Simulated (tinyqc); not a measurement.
Comparisons within one model: Gamma, L and X subbands of a thin body with non-parabolic valleys. A value that a table varies takes the place of the one given here.

Hard walls, flat band, c = hbar^2/2m0, energies from the bulk Gamma edge. For a valley at angle theta to the normal 1/m_z = cos^2/ml + sin^2/mt and m_d = sqrt(ml mt^2/m_z). Subband n starts at E_v + e with e (1 + a e) = c (n pi/t)^2/m_z, and its density-of-states mass is taken as m_d (1 + 2 a e), without further growth at higher in-plane energy. Groups are named by valley and degeneracy.

n_i = g m/(2 pi c) kB T ln(1 + exp((EF - E_i)/kB T)), sum n_i = Ns (1e12/cm^2 = 1e-4/angstrom^2), c = hbar^2/2m0. Quantum capacitance Cq = 1602.176634 sum g m/(2 pi c) f_i in microfarad/cm^2 with f_i = 1/(1 + exp((E_i - EF)/kB T)); Cox = 34.5313/eot (one gate); C/Cox = Cq/(Cq + Cox), the centroid term left out.

Constants: hbar^2/2m0 = 3.80998211 eV angstrom^2; kB = 8.617333262e-05 eV/K.

Values chosen for the exercise (near those of a thin GaAs channel; not measured data):
```
symbol  value                          unit         meaning
face    100                                         surface
mG      0.0658                         m0           Gamma mass
aG      0.58                           1/eV         Gamma non-parabolicity
EL      0.322                          eV           L edge above Gamma
mL      (1.922, 0.074)                 m0           L valleys (four, along <111>): ml, mt
EX      0.513                          eV           X edge above Gamma
mX      (1.347, 0.234)                 m0           X valleys (three, along <100>): ml, mt
aS      0.44                           1/eV         non-parabolicity of L and X
Ns      3.1                            x 1e12/cm^2  sheet density
T       300                            K            temperature
eot     12                             angstrom     equivalent oxide thickness
ts      (18, 24, 30, 40, 55, 75, 110)  angstrom     thicknesses
t       68                             angstrom     body thickness
Nl      (0.5, 1, 2, 4, 7, 11, 16)      x 1e12/cm^2  sheet densities
```

## Thinning the body

Lowest edge of each valley type, the lowest group, the Gamma share and C/Cox, with n = 1 to 8 of all groups.

Results:
```
t (angstrom)  Gamma (eV)  L (eV)  X (eV)  lowest  Gamma share (%)  C/Cox
18                 1.083   1.113   0.596      X1              0.0  0.799
24                 0.704   0.815   0.560      X1              0.3  0.801
30                 0.494   0.656   0.544      G1             56.5  0.813
40                 0.304   0.520   0.530      G1             97.1  0.685
55                 0.172   0.431   0.522      G1             99.2  0.647
75                 0.096   0.382   0.518      G1             99.6  0.630
110                0.046   0.350   0.515      G1             99.8  0.672
```

How do the results move?

From 110 down to 18 angstrom Gamma rises by 1.04 eV, L by 0.76 and X by 0.08 eV, the light Gamma mass moving most. The lowest group changes from G1 to X1 between 30 and 24 angstrom. The Gamma share goes from 100 % to 0 %. C/Cox is 0.67 and 0.80 at the ends and lies between 0.63 and 0.81. Hard walls overstate the rise in the thinnest rows.

## Raising the sheet density

Fixed thickness, n = 1 to 8 of all groups; the gate overdrive above the lowest edge is (EF - E_lowest)/e + 0.1602177 Ns/Cox in volts.

Results:
```
Ns (1e12/cm^2)  EF - lowest (eV)  Gamma share (%)     Cq  C/Cox  overdrive (V)
0.5                       -0.004             99.9   2.31  0.445          0.024
1.0                        0.023             99.9   3.55  0.553          0.079
2.0                        0.062             99.8   4.60  0.615          0.173
4.0                        0.127             99.0   5.22  0.645          0.349
7.0                        0.201             90.1   9.44  0.766          0.591
11.0                       0.243             70.6  24.03  0.893          0.855
16.0                       0.268             54.8  42.46  0.937          1.158
```

What does this show, and why?

The lowest subband is G1 n=1. At the highest density band filling takes 0.268 V of the 1.158 V overdrive. Cq grows from 2.3 to 42.5 microfarad/cm^2, helped by heavier valleys that begin to fill: the Gamma share falls from 100 % to 55 %.

## What each parameter does

n = 1 to 8 of all groups. Each row changes one parameter from the base and keeps the others.

Results:
```
case                   lowest edge (eV)  EF (eV)  Gamma share (%)  C/Cox
base                              0.116    0.214             99.6  0.634
t = 62 angstrom                   0.138    0.234             99.5  0.639
mG = 0.0757 m0                    0.101    0.188             99.8  0.657
aG = 0.41 1/eV                    0.118    0.220             99.5  0.627
EL = 0.372 eV                     0.116    0.215             99.9  0.630
Ns = 4.65 x 1e12/cm^2             0.116    0.262             98.2  0.658
eot = 10 angstrom                 0.116    0.214             99.6  0.590
T = 250 K                         0.116    0.215             99.9  0.633
```

What can be read from the table?

The largest shifts from the base row, up to three for each result and ties (the steps differ in size, so this ranks the rows, not the parameters). lowest edge (eV): t +0.022, mG -0.014, aG +0.002; unchanged at the printed digits by EL, Ns, eot and T. EF (eV): Ns +0.048, mG -0.026, t +0.020; unchanged at the printed digits by eot. Gamma share (%): Ns -1.4, EL +0.4, T +0.3, mG +0.3; unchanged at the printed digits by eot. C/Cox: eot -0.043, Ns +0.024, mG +0.023.

(tinyqc, `OMP_NUM_THREADS=1 python tinyqc.py 1250060 1250061 out.jsonl`, Intel(R) Xeon(R) Processor @ 2.30GHz, 1 thread, shared host, about 0.02 s.)
